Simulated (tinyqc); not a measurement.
Heisenberg spin cluster by exact diagonalisation: multiplets, susceptibility, level crossings: one step, computed by the program tinyqc. Command: `OMP_NUM_THREADS=1 python tinyqc.py 3022697 3022698 out.jsonl spincl walk`. One thread of a shared host (Intel(R) Xeon(R) Processor @ 2.30GHz), about 0.01 s of CPU time with the checks.

H = J1 sum S_i.S_j over the bonds 1-2 - g mu_B B S_z; J > 0 is antiferromagnetic.

Problem. Multiplets. Every multiplet has one member in the block S_z = 0; diagonalise it and read the total spin from <S^2> = S (S + 1).

Inputs (values chosen for the exercise, for a model cluster): exchange J1 = 8.06 meV.

Cluster: dimer. Spin s of each site: 0.5.

Give: Levels at B = 0; ground energy; gap to the next level.

Solution.

Levels at B = 0:
```
E (meV)  total S  number of multiplets
-6.045         0                     1
2.015          1                     1
```

ground energy = -6.045 meV

gap to the next level = 8.06 meV

The ground state has S = 0; the next level has S = 1. The highest spin, S = 1, lies at 2.015 meV, s^2 times the sum of all J, s the spin of a site.
